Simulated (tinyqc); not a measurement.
Plane-wave Kohn-Sham cycle with exchange-only LDA in a layered model solid, step by step. One step of it, computed by the program tinyqc.

Question. Iteration 1: levels at that k. Diagonalise the Hermitian matrix.

H (hartree), lower triangle:
```
,-3,-2,-1,+0,+1,+2,+3
-3,3.766045
-2,-0.250000,1.500295
-1,0.000000,-0.250000,0.140846
+0,0.000000,0.000000,-0.250000,-0.312304
+1,0.000000,0.000000,0.000000,-0.250000,0.140846
+2,0.000000,0.000000,0.000000,0.000000,-0.250000,1.500295
+3,0.000000,0.000000,0.000000,0.000000,0.000000,-0.250000,3.766045
```

Give: eigenvalues.

Answer.

eigenvalues (hartree): -0.5131  0.0958  0.2943  1.5179  1.5201  3.7935  3.7935
